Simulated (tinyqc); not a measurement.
Adding atomic layers: valley splitting of a silicon quantum well in envelope theory.

The well lies at 0 < z < L; U(z) = V0 [1/(1 + exp(z/w)) + 1/(1 + exp((L - z)/w))] - e F z, 1 mV/nm = 1e-4 eV/angstrom. The envelope psi solves -(c/ml) psi'' + U psi = E psi, c = hbar^2/2m0, by three-point differences on a grid of 0.1 angstrom from -40 to L + 40 angstrom. The two valleys at +/- k0 couple through D = C0 times the integral of exp(-i q z) U(z) psi^2, q = 2 k0 (2 pi/a), and split by Ev = 2|D|.

Constants: hbar^2/2m0 = 3.80998211 eV angstrom^2.

Parameters, chosen for this exercise (near those of a strained Si well in SiGe; the results hold for these values, not for the real material):
```
symbol  value                                           unit      meaning
V0      0.21                                            eV        conduction offset
ml      0.928                                           m0        mass along z
F       3.7                                             mV/nm     field pressing towards the upper interface
k0      0.837                                           2 pi/a    valley position
a       5.431                                           angstrom  lattice constant
C0      0.283                                                     Bloch overlap factor
Ls      (30, 31.4, 32.7, 34.1, 35.4, 36.8, 38.1, 39.5)  angstrom  widths in steps of one atomic layer, a/4, rounded to the grid
F2      0                                               mV/nm     second field, zero or weak
w1      0.6                                             angstrom  interface width for this table
```

The smooth splitting Ev = 2|D| with w = w1, at the field F2 and at F.

Results:
```
L (angstrom)  q L mod 2 pi  Ev at F2 (micro-eV)  Ev at F (micro-eV)
30.0                  1.55                 1.49                21.2
31.4                  4.26                  136                 138
32.7                  0.50                 63.5                66.8
34.1                  3.21                 84.6                86.8
35.4                  5.73                 91.6                93.5
36.8                  2.15                 27.8                34.7
38.1                  4.67                 88.0                89.8
39.5                  1.10                 18.9                28.1
```

At F2 the splitting swings between 1.49 and 136 micro-eV, a ratio of 91.8, as the two interfaces add with the phase q L, which advances on average by 2.63 rad a layer. At F the ratio is 6.49, where in the first row psi^2 at the upper interface is 1.31 times that at the lower one.

Run: tinyqc, `OMP_NUM_THREADS=1 python tinyqc.py 1250761 1250762 out.jsonl`; Intel(R) Xeon(R) Processor @ 2.30GHz, one thread, shared host; about 0.08 s of CPU time with all checks.
